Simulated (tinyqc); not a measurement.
Lateral field, substrate current, probability of reaching the oxide barrier and hot-carrier lifetime of a silicon transistor (pseudo-two-dimensional and lucky-electron models): one step, computed by the program tinyqc. Command: `OMP_NUM_THREADS=1 python tinyqc.py 3018240 3018241 out.jsonl hotcar walk`. One thread of a shared host (Intel(R) Xeon(R) Processor @ 2.30GHz), about 0.01 s of CPU time with the checks.

Local-field models: a lucky carrier gains its energy at the peak field over a path free of collisions. Voltages are magnitudes.

Problem. Peak lateral field. C_ox = 3.9 eps_0/t; F_sat = 2 v_s/mu; V_Dsat = V_ov F_sat L/(V_ov + F_sat L), V_ov = V_G - V_T; I_D/W = C_ox v_s (V_ov - V_Dsat). Scale length l = 0.22 t^(1/3) x_j^(1/2) (all in cm); F_m = sqrt(((V_D - V_Dsat)/l_e)^2 + F_sat^2), with l_e = l + L_n; length of the velocity-saturated region l_e ln((V_D - V_Dsat)/(l_e F_sat) + F_m/F_sat).

Inputs (values chosen for the exercise, modelled on a silicon n-channel):
```
quantity                                value                      unit
channel length L                         1600                        nm
oxide thickness t                          34                        nm
junction depth x_j                        390                        nm
mobility mu                               360                cm^2/(V s)
saturation velocity v_s                  0.88                  1e7 cm/s
threshold voltage V_T                    0.55                         V
gate voltage V_G                          7.1                         V
drain voltage V_D                          17                         V
ionisation prefactor A_i              2.2e+06                      1/cm
ionisation field B_i                     1.73                     MV/cm
hot-carrier mean free path lambda         7.8                        nm
oxide barrier phi_b                       3.1                        eV
interface-trap threshold phi_it           3.7                        eV
lifetime constant H                        10  s microampere/micrometre
length of the depleted extension L_n      230                        nm
```

Drain: lightly doped extension.

Constants: eps_0 = 8.8541878128e-12 F/m.

Give: scale length l; peak field F_m; velocity-saturated length; energy gained over one free path, e lambda F_m.

Solution.

scale length l = 206.6 nm

peak field F_m = 311.6 kV/cm

velocity-saturated length = 1109 nm

energy gained over one free path, e lambda F_m = 0.2430 eV

Caution: the saturated region fills most of the channel, so the split into two regions is rough.
